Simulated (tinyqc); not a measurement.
Shallow acceptor in the spherical model (Baldereschi-Lipari), strong spin-orbit limit: one step, computed by the program tinyqc.

The 1S(3/2) state has an s envelope f(r) and a d envelope g(r). In effective units they obey -(f'' + 2f'/r + 2f/r) + mu (g'' + 5g'/r + 3g/r^2) = E f and -(g'' + 2g'/r - 6g/r^2 + 2g/r) + mu (f'' - f'/r) = E g. The cubic term, the split-off band and the central cell are left out.

Problem. Matrices in a small basis. zeta_i = zeta_1 beta^(i-1), i = 1..n, in both channels. Basis: f_i = exp(-zeta_i r), g_i = r exp(-zeta_i r), weight r^2 dr, s = zeta_i + zeta_j. S_ff = 2/s^3, H_ff = zeta_i zeta_j S_ff - 2/s^2; S_gg = 24/s^5, H_gg = 8/s^3 + 24 zeta_i zeta_j/s^5 - 12/s^4; H(f_i, g_j) = mu (6 zeta_i^2/s^4 + 2 zeta_i/s^3); S_fg = 0. Each function is normalised by sqrt(S_ii).

Inputs (values chosen for the exercise, modelled on germanium): functions per channel n = 3; smallest exponent zeta_1 = 1.1 1/a*; ratio beta of exponents = 2.5.

mu = 0.7883969

Give: H; S.

Solution.

H (Ry*), rows f1, f2, f3, g1, g2, g3:
```
[[-0.99, -0.6085, -0.1353, 1.377, 1.886, 1.596],
 [-0.6085, 2.0625, 6.845, 3.192, 8.606, 11.79],
 [-0.1353, 6.845, 33.52, 4.049, 19.95, 53.79],
 [1.377, 3.192, 4.049, 1.723, 3.637, 3.865],
 [1.886, 8.606, 19.95, 3.637, 14.90, 27.08],
 [1.596, 11.79, 53.79, 3.865, 27.08, 103.4]]
```

S, rows f1, f2, f3, g1, g2, g3:
```
[[1.000, 0.738, 0.328, 0.000, 0.000, 0.000],
 [0.738, 1.000, 0.738, 0.000, 0.000, 0.000],
 [0.328, 0.738, 1.000, 0.000, 0.000, 0.000],
 [0.000, 0.000, 0.000, 1.000, 0.602, 0.156],
 [0.000, 0.000, 0.000, 0.602, 1.000, 0.602],
 [0.000, 0.000, 0.000, 0.156, 0.602, 1.000]]
```
